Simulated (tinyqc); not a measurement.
Inside a calculation. Model: diffused layer (Gaussian), carriers, mobility and sheet resistance.

Numbers from tinyqc (`OMP_NUM_THREADS=1 python tinyqc.py 2110158 2110159 out.jsonl`; about 0.01 s on one thread of a shared Intel Xeon 2.30GHz). Printed values are rounded.

An n-type layer from the surface x = 0 to the junction xj, N(x) = N0 exp(-(x/Ld)^2). Local neutrality (no depletion at surface or junction, no spilling of carriers), intrinsic carriers neglected, full ionisation of active dopants.

Parameters, values chosen for the exercise; values close to those of silicon in GaAs over a p-type background:
```
symbol,value,unit,meaning
T,400,K,temperature
Nb,4e14,cm^-3,background doping of the opposite type
N0,7.8e16,cm^-3,peak chemical concentration
m1,491,cm^2/(V s),mobility limit at high doping
m2,8360,cm^2/(V s),"mobility limit at low doping, at 300 K"
Nr,5.88e16,cm^-3,reference doping of the mobility law
am,0.385,,exponent of the mobility law
bt,2.3,,temperature exponent of m2
Ns,6.02e18,cm^-3,solubility limit of active dopant
Ld,89,nm,diffusion length 2 sqrt(D t)
```

Constants: q = 1.602176634e-19 C. Results are converted to the units shown.

Range of the model: The layer is thin and light enough that depletion at the surface and the junction, left out here, would remove a good share of its carriers.

## Junction depth and local values

xj = Ld sqrt(ln(N0/Nb)); 13 equal steps from 0 to xj. Active dopant A = min(N, Ns); n = A - Nb; mobility mu = m1 + (m2 (T/300 K)^(-bt) - m1)/(1 + ((A + Nb)/Nr)^am).

xj = 204.371 nm

```
point   x (nm)   N (cm^-3)   A (cm^-3)  n (1e16 cm^-3)  mu (cm^2/(V s))
0        0.000      7.8e16      7.8e16         7.76000          2296.60
1       15.721  7.56039e16  7.56039e16         7.52039          2307.99
2       31.442  6.88482e16  6.88482e16         6.84482          2342.18
3       47.162  5.89034e16  5.89034e16         5.85034          2399.20
4       62.883  4.73464e16  4.73464e16         4.69464          2478.91
5       78.604  3.57546e16  3.57546e16         3.53546          2580.75
6       94.325  2.53674e16  2.53674e16         2.49674          2703.36
7      110.046  1.69091e16  1.69091e16         1.65091          2844.15
8      125.767  1.05892e16  1.05892e16         1.01892          2998.86
9      141.487  6.23023e15  6.23023e15         0.58302          3161.22
10     157.208  3.44385e15  3.44385e15         0.30439          3322.85
11     172.929  1.78848e15  1.78848e15         0.13885          3473.57
12     188.650  8.72615e14  8.72615e14         0.04726          3602.38
13     204.371        4e14        4e14         0.00000          3700.10
```

The mobility runs from 2300 to 3700 cm^2/(V s).

## Sheet quantities by the trapezoid rule

Dose = integral of N, carrier sheet density = integral of n, 1/Rs = q integral of n mu, mean mobility 1/(q Rs sheet density), Hall mobility (unit Hall factor) = integral of n mu^2 over integral of n mu, Hall sheet density = (integral of n mu)^2/integral of n mu^2; all from 0 to xj.

dose = 6.1446e11 cm^-2
carrier sheet density = 6.0629e11 cm^-2
Rs = 4174.6 ohm/square
mean mobility = 2466.1 cm^2/(V s)
Hall mobility = 2485.5 cm^2/(V s)
Hall sheet density = 6.0154e11 cm^-2

Carriers make up 98.7 % of the dose. A Hall measurement weights the mobile tail, so its sheet density is 0.78 % below the true one. With 4000 steps Rs = 4174 ohm/square; the coarse value is 0.010 % above it.
